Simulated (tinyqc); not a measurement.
Worked calculation: tight binding, kagome lattice. Computed by tinyqc, a small Python program that keeps every step. Settings: t1 = 1.93, t2 = 0.97, delta = 0, bands filled = 1. Command: `OMP_NUM_THREADS=1 python tinyqc.py 21138 21139 out.jsonl` (the two numbers bound the seeds that draw the settings). One thread of a shared host (Intel(R) Xeon(R) Processor @ 2.60GHz), about 0.01 s of CPU time with the checks.

## Bloch Hamiltonian at k

Parameters chosen for this model:
```
parameter     value                unit
t1         1.930000    eV, up triangles
t2         0.970000  eV, down triangles
delta             0        eV on site C
```

k point k (fractions of the reciprocal vectors): [0.010000, 0.380000]

H_AB = -t1 - t2 exp(-i k.a1), H_AC = -t1 - t2 exp(-i k.a2), H_BC = -t1 - t2 exp(i k.(a1 - a2)), H_CC = delta.

H(k) at k (eV), order A, B, C:
$$\begin{pmatrix}
0.000000 & -2.898086+0.060907i & -1.222900+0.664011i \\
-2.898086-0.060907i & 0.000000 & -1.265989+0.707100i \\
-1.222900-0.664011i & -1.265989-0.707100i & 0.000000
\end{pmatrix}$$

## Levels at k

Diagonalise the Hermitian matrix.

eigenvalues (eV): [-3.926737, 1.026737, 2.900000]

weights |c|^2 of the basis functions, order A, B, C:
$$\begin{pmatrix}
0.393793 & 0.112998 & 0.493208 \\
0.398712 & 0.095074 & 0.506214 \\
0.207495 & 0.791928 & 0.000578
\end{pmatrix}$$

## Bloch Hamiltonian at K

k point K (fractions of the reciprocal vectors): [0.333333, 0.666667]

As before.

H(k) at K (eV), order A, B, C:
$$\begin{pmatrix}
0.000000 & -1.445000+0.840045i & -1.445000-0.840045i \\
-1.445000-0.840045i & 0.000000 & -1.445000+0.840045i \\
-1.445000+0.840045i & -1.445000-0.840045i & 0.000000
\end{pmatrix}$$

## Levels at K

As before.

eigenvalues (eV): [-2.890000, -0.010000, 2.900000]

weights |c|^2 of the basis functions, order A, B, C:
$$\begin{pmatrix}
0.333333 & 0.333333 & 0.333333 \\
0.333333 & 0.333333 & 0.333333 \\
0.333333 & 0.333333 & 0.333333
\end{pmatrix}$$

## Bands along a path

The same steps at evenly spaced points between the labelled ones.

Bands along the path (eV):
```
k             band 1     band 2    band 3
G          -5.800000   2.900000  2.900000
G-K 0.33   -5.201869   2.301869  2.900000
G-K 0.67   -3.789199   0.889199  2.900000
K          -2.890000  -0.010000  2.900000
K-M 0.33   -3.063576   0.163576  2.900000
K-M 0.67   -3.326521   0.426521  2.900000
M          -3.436379   0.536379  2.900000
M-K' 0.33  -3.326521   0.426521  2.900000
M-K' 0.67  -3.063576   0.163576  2.900000
K'         -2.890000  -0.010000  2.900000
```

With 1 band(s) filled, the highest filled level on these points lies at K' and the lowest empty one at K': a gap of 2.8800 eV, direct.
